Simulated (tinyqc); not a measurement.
Defect-molecule model of a vacancy with Jahn-Teller distortion: sweeps and comparisons. A value that a table varies takes the place of the one given here.

Four dangling hybrids a, b, c, d point into the vacancy: H_ii = E0, and -gm between any two. A tetragonal distortion Q pairs a with b and c with d: those two couplings become -gm - I Q and the other four -gm + I Q/2, at an elastic cost k Q^2/2. The a1 level holds two electrons; charge states 2+, + and 0 put n = 0, 1, 2 more into the lowest level of t2 origin. Energy from the 2+ state at Q = 0, with the Fermi level mu counted from Ev: W_n(Q) = n (et - 2 I Q) + k Q^2/2 + Uc n (n - 1)/2 - n mu. et = E0 + gm is the undistorted t2 level.

Constants: kB = 8.617333262e-05 eV/K.

Values chosen for the exercise (of the size used for the vacancy in silicon; the results hold for these values, not for the real material): E0 = -0.23 eV (level of a dangling hybrid, from Ev); gm = 0.39 eV (coupling between two dangling hybrids); I = 1 eV/angstrom (Jahn-Teller coupling); k = 16.7 eV/angstrom^2 (force constant of the mode); Uc = 0.32 eV (repulsion of two electrons in one orbital); T = 150 K (temperature); mu1 = -0.04 eV (first Fermi level).

## Occupation against the Fermi level

Weights g_n exp(-W_n/kT) with W_n = n et - n^2 E_JT + Uc n (n - 1)/2 - n mu, E_JT = 2 I^2/k, degeneracies 1, 6 (spin and three axes) and 3; mu = mu1 + 0.03 j eV.

Shares:
```
mu (eV)      2+       +       0  mean charge
-0.04    0.9881  0.0119  0.0000       1.9881
-0.01    0.8904  0.1096  0.0000       1.8904
0.02     0.4437  0.5562  0.0001       1.4436
0.05     0.0725  0.9256  0.0019       1.0705
0.08     0.0075  0.9717  0.0208       0.9867
0.11     0.0006  0.8204  0.1790       0.8216
0.14     0.0000  0.3103  0.6896       0.3104
0.17     0.0000  0.0423  0.9577       0.0423
0.20     0.0000  0.0043  0.9957       0.0043
```

U_eff = Uc - 2 E_JT = +0.080 eV and kT = 12.9 meV (the vacancy in silicon is known as negative-U; these values are not). The + state reaches at most 97.2 % on these rows, at mu = 0.08 eV. The mean charge goes from 1.99 to 0.00. Rows with mu < 0 lie in the valence band and are formal.

## When U turns negative

The force constant is varied. E_JT = 2 I^2/k, E(2+/+) = et - E_JT, E(+/0) = et - 3 E_JT + Uc, U_eff = Uc - 2 E_JT.

Against k:
```
k (eV/angstrom^2)  E_JT (eV)  (2+/+) (eV)  (+/0) (eV)  U_eff (eV)  Q of the neutral state (angstrom)
8                     0.2500      -0.0900     -0.2700     -0.1800                             0.5000
12                    0.1667      -0.0067     -0.0200     -0.0133                             0.3333
16                    0.1250       0.0350      0.1050      0.0700                             0.2500
24                    0.0833       0.0767      0.2300      0.1533                             0.1667
32                    0.0625       0.0975      0.2925      0.1950                             0.1250
48                    0.0417       0.1183      0.3550      0.2367                             0.0833
64                    0.0312       0.1288      0.3862      0.2575                             0.0625
96                    0.0208       0.1392      0.4175      0.2783                             0.0417
```

k at which U_eff = 0 = 12.50 eV/angstrom^2

Levels below 0 lie in the valence band. U_eff is negative for k below 4 I^2/Uc = 12.5: 2 of the 8 rows. The gain grows as n^2, so the second electron wins 3 E_JT where the first wins E_JT. For a stiff lattice the levels tend to et = 0.160 and et + Uc = 0.480 eV.

## What each parameter does

E_JT = 2 I^2/k, E(2+/+) = et - E_JT, E(+/0) = et - 3 E_JT + Uc, U_eff = E(+/0) - E(2+/+); a1 level E0 - 3 gm. Each row changes one parameter from the base and keeps the others.

Results:
```
case                     (2+/+) (eV)  (+/0) (eV)  U_eff (eV)  a1 (eV)
base                          0.0402      0.1207      0.0805  -1.4000
E0 = -0.18 eV                 0.0902      0.1707      0.0805  -1.3500
gm = 0.43 eV                  0.0802      0.1607      0.0805  -1.5200
I = 1.1 eV/angstrom           0.0151      0.0453      0.0302  -1.4000
k = 18.37 eV/angstrom^2       0.0511      0.1534      0.1023  -1.4000
Uc = 0.38 eV                  0.0402      0.1807      0.1405  -1.4000
```

The largest shifts from the base row, up to three for each result and ties (the steps differ in size, so this ranks the rows, not the parameters). (2+/+) (eV): E0 +0.0500, gm +0.0400, I -0.0251; unchanged at the printed digits by Uc. (+/0) (eV): I -0.0754, Uc +0.0600, E0 +0.0500. U_eff (eV): Uc +0.0600, I -0.0503, k +0.0218; unchanged at the printed digits by E0 and gm. a1 (eV): gm -0.1200, E0 +0.0500; unchanged at the printed digits by I, k and Uc. E0 and gm move both levels alike, so U_eff depends on I, k and Uc alone.

Computed by tinyqc, a small Python program: `OMP_NUM_THREADS=1 python tinyqc.py 1482297 1482298 out.jsonl` (the numbers bound the seed that draws the inputs); one thread of a shared host (Intel(R) Xeon(R) Processor @ 2.30GHz), about 0.01 s for the whole set of steps.
